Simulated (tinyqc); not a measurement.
Worked calculation: lattice vibrations of a chain. Computed by tinyqc, a small Python program that keeps every step. Command: `OMP_NUM_THREADS=1 python tinyqc.py 28101 28102 out.jsonl` (the two numbers bound the seeds that draw the settings). One thread of a shared host (Intel(R) Xeon(R) Processor @ 2.60GHz), about 0.01 s of CPU time with the checks.

## Dynamical matrix at q = 0.31

A chain moving along its axis:
```
atom   mass (u)  spring to the next atom (eV/angstrom^2)
1      28.80000                                  7.80000
2      94.20000                                 28.70000
3     106.30000                                  8.10000
```

q is in units of 2 pi/a. A spring k from atom i to atom j, n cells on, adds k to Phi_ii and Phi_jj, -k exp(2 pi i q n) to Phi_ij and the conjugate to Phi_ji (for one atom a cell: 2k (1 - cos 2 pi q n)); D_ij = Phi_ij / sqrt(m_i m_j).

D(q) (eV/(angstrom^2 u)):
```
[[0.55208, -0.14975, 0.05389+0.13611i],
 [-0.14975, 0.38747, -0.28681],
 [0.05389-0.13611i, -0.28681, 0.34619]]
```

## Frequencies

omega^2 are the eigenvalues; wavenumber = 521.4708 sqrt(eigenvalue) 1/cm.

eigenvalues: [0.04877, 0.44589, 0.79108]

wavenumbers (1/cm): [115.2, 348.2, 463.8]

weights |e|^2 of the mass-weighted modes, order atom 1, atom 2, atom 3:
```
[[0.06268, 0.55758, 0.37974],
 [0.43510, 0.23357, 0.33132],
 [0.50222, 0.20885, 0.28894]]
```

## Dispersion and heat capacity

C/k_B per atom = mean over q = (j + 1/2)/80, j = 0..39 and all branches of y^2 e^y/(e^y - 1)^2, y = hc wavenumber / k_B T.

Wavenumbers (1/cm):
```
q         branch 1   branch 2   branch 3
0.00000    0.00000  413.27782  422.89115
0.06250   25.19464  404.02833  431.00096
0.12500   49.95500  390.39735  441.28209
0.18750   73.78685  375.95609  450.38650
0.25000   96.05955  361.43977  458.00583
0.31250  115.89910  347.68989  464.02007
0.37500  132.06175  335.90919  468.35905
0.43750  142.90519  327.70798  470.97884
0.50000  146.76977  324.72634  471.85477
```

Heat capacity:
```
T (K)  C/k_B per atom
20            0.07744
50            0.19851
100           0.35563
200           0.66035
300           0.81491
600           0.94685
1200          0.98621
```

zero-point energy per atom = 18.73952 meV
